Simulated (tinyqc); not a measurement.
Bound state in one dimension: Numerov shooting, finite differences, DVR, step by step. Computed by tinyqc, a small Python program that keeps every step. Settings: points = 96. Command: `OMP_NUM_THREADS=1 python tinyqc.py 26840 26841 out.jsonl` (the two numbers bound the seeds that draw the settings). One thread of a shared host (Intel(R) Xeon(R) Processor @ 2.60GHz), about 0.01 s of CPU time with the checks.

## Numerov steps at E = -13.06

One particle of mass 1 in V = -13.33 exp(-x^2/2.05^2) (atomic units), psi = 0 at both ends:
```
parameter                value
left end                    -7
right end                    7
intervals                   96
h                     0.145833
state sought (nodes)         2
```

k_i = 2 m (E - V_i); (1 + h^2 k_(i+1)/12) y_(i+1) = 2 (1 - 5 h^2 k_i/12) y_i - (1 + h^2 k_(i-1)/12) y_(i-1), from y_0 = 0, y_1 = 0.001.

Points along the way:
```
i           x          V           k               y
0   -7.000000  -0.000115  -26.119770        0.000000
1   -6.854167  -0.000186  -26.119628        0.001000
2   -6.708333  -0.000298  -26.119404        0.002582
3   -6.562500  -0.000472  -26.119055        0.005669
4   -6.416667  -0.000741  -26.118518        0.012058
5   -6.270833  -0.001151  -26.117698        0.025469
32  -2.333333  -3.649142  -18.821717  8930238.816200
33  -2.187500  -4.268967  -17.582065        1.69e+07
34  -2.041667  -4.943782  -16.232435        3.13e+07
35  -1.895833  -5.667613  -14.784773        5.68e+07
36  -1.750000  -6.431992  -13.256017        1.00e+08
37  -1.604167  -7.225953  -11.668095        1.73e+08
```

## Bisection on the node count

With more sign changes than the state has nodes (the last point included) the energy is too high, else too low; the bracket starts as -13.06 to -0.05.

Trials:
```
trial            E  sign changes  y at the right end   next
1      -6.55500000             3           -1.28e+12  lower
2      -9.80750000             1           -4.35e+15  raise
3      -8.18125000             2            2.99e+14  raise
4      -7.36812500             3           -9.50e+12  lower
5      -7.77468750             2            2.07e+13  raise
6      -7.57140625             3           -4.83e+12  lower
7      -7.67304687             2            3.86e+12  raise
8      -7.62222656             3           -1.27e+12  lower
9      -7.64763672             2            1.07e+12  raise
10     -7.63493164             3           -1.53e+11  lower
11     -7.64128418             2            4.46e+11  raise
12     -7.63810791             2            1.43e+11  raise
13     -7.63651978             3           -5.45e+09  lower
14     -7.63731384             2            6.87e+10  raise
...            ...           ...                 ...    ...
29     -7.63657835             2            8.44e+05  raise
30     -7.63657833             3           -2.85e+05  lower
31     -7.63657834             2            2.80e+05  raise
```

eigenvalue = -7.63657834 hartree

## The same grid by other methods

Three-point finite differences and the sine-DVR kinetic matrix of Colbert and Miller on the same points.

Lowest levels (hartree):
```
state  finite differences         DVR
0              -12.119175  -12.115425
1               -9.796580   -9.779724
2               -7.674539   -7.636140
3               -5.759419   -5.696537
4               -4.061262   -3.976368
```
